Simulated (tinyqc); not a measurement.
MESFET, gradual channel with velocity saturation: depletion, velocity and field along the channel.

A uniformly doped n-type channel, depleted from the top by a Schottky gate; at channel potential V the depleted share of a is u = sqrt((Vbi - Vg + V)/Vp), s at the source. Electrons drift with v = mu E/(1 + mu E/vsat). Abrupt depletion edge, no series resistance, source at 0.

Vbi = phiB - Vt ln(Nc/Nd); Vp = q Nd a^2/(2 eps0 eps_r); G0 = q mu Nd a W/L; Z = mu Vp/(vsat L); s = sqrt((Vbi - Vg)/Vp). I = (G0 Vp/3) F/(1 + Z (u^2 - s^2)), F = 3 (u^2 - s^2) - 2 (u^3 - s^3), with u at V = Vd; Z = 0 gives constant mobility, for which u stops at 1. At channel potential V: y/L = (G0 Vp/3) F(u)/I - Z V/Vp, v = vsat I Z/(G0 Vp (1 - u)), E = (vsat/mu) w/(1 - w) with w = v/vsat.

Inputs (values chosen for the exercise); material values close to those of 4H silicon carbide:
- T = 300 K (temperature)
- eps_r = 9.66 (relative permittivity of the semiconductor)
- Nc = 1.72e19 cm^-3 (conduction-band density of states at T)
- Nd = 1.1e17 cm^-3 (donor density of the channel)
- a = 150 nm (channel thickness)
- mu = 410 cm^2/(V s) (low-field mobility at this doping)
- vsat = 2.9e7 cm/s (saturation velocity)
- L = 0.3 um (gate length)
- W = 300 um (gate width)
- phiB = 0.87 V (Schottky barrier)
- Vg = 0 V (gate voltage)
- Vd = 0.57 V (drain voltage)

Constants: q = 1.602176634e-19 C, kB = 1.380649e-23 J/K, Vt = kB T/q, eps0 = 8.8541878128e-14 F/cm where lengths are in cm. Results are converted to the units shown.

Along the channel:

| V (V) | u | y/L | v (cm/s) | E (kV/cm) |
|---|---|---|---|---|
| 0 | 0.5648 | 0.000 | 4.760e6 | 13.89 |
| 0.095 | 0.6000 | 0.217 | 5.179e6 | 15.38 |
| 0.19 | 0.6332 | 0.412 | 5.648e6 | 17.11 |
| 0.285 | 0.6648 | 0.587 | 6.180e6 | 19.16 |
| 0.38 | 0.6949 | 0.743 | 6.791e6 | 21.63 |
| 0.475 | 0.7238 | 0.880 | 7.501e6 | 24.68 |
| 0.57 | 0.7516 | 1.000 | 8.340e6 | 28.55 |

What do the numbers show?

From source to drain the open share 1 - u falls from 0.435 to 0.248, so the velocity rises by a factor of 1.75, to 0.288 vsat, and the field by 2.06. Half of Vd drops over the last 41 % of the gate length.

tinyqc, about 0.04 s, one thread, Intel Xeon 2.30GHz (shared host): `OMP_NUM_THREADS=1 python tinyqc.py 2500071 2500072 out.jsonl`
